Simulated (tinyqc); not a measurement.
Ellipsometry and reflectance of a transparent film on an absorbing substrate: one step of the calculation.

Air (index 1), film, substrate with N2 = n2 - i k2; time factor exp(+i w t). q_j = sqrt(N_j^2 - sin^2 th), root with positive real part. Fresnel coefficients r_s = (q_a - q_b)/(q_a + q_b), r_p = (N_b^2 q_a - N_a^2 q_b)/(N_b^2 q_a + N_a^2 q_b). tan(Psi) exp(i Delta) = R_p/R_s, Delta taken from 0 to 360 degrees.

Question. Psi, Delta and reflectances. beta = 2 pi d q1/lam, X = exp(-2 i beta), R = (r01 + r12 X)/(1 + r01 r12 X) for p and s.

Inputs (values chosen for the exercise):

| symbol | value | unit | meaning |
|---|---|---|---|
| lam | 405 | nm | wavelength |
| d | 53 | nm | film thickness |

q1 = 2.2145075
r01,p = -0.18891791
r01,s = -0.79071178
r12,p = 0.35368567-0.02566714i
r12,s = -0.41437472+0.02593948i

Give: beta; X; R_p; R_s; Psi; Delta; |R_p|^2; |R_s|^2.

Answer.

beta = 1.8209 rad
X = -0.87752+0.47955i
R_p = -0.46671+0.16585i
R_s = -0.64493-0.15026i
Psi = 36.795 degrees
Delta = 327.32 degrees
|R_p|^2 = 0.24533
|R_s|^2 = 0.43851

The bare substrate gives Psi = 11.14 and Delta = 171.20 degrees.

Numbers from tinyqc (`OMP_NUM_THREADS=1 python tinyqc.py 2870207 2870208 out.jsonl`; about 0.01 s on one thread of a shared Intel Xeon 2.30GHz).
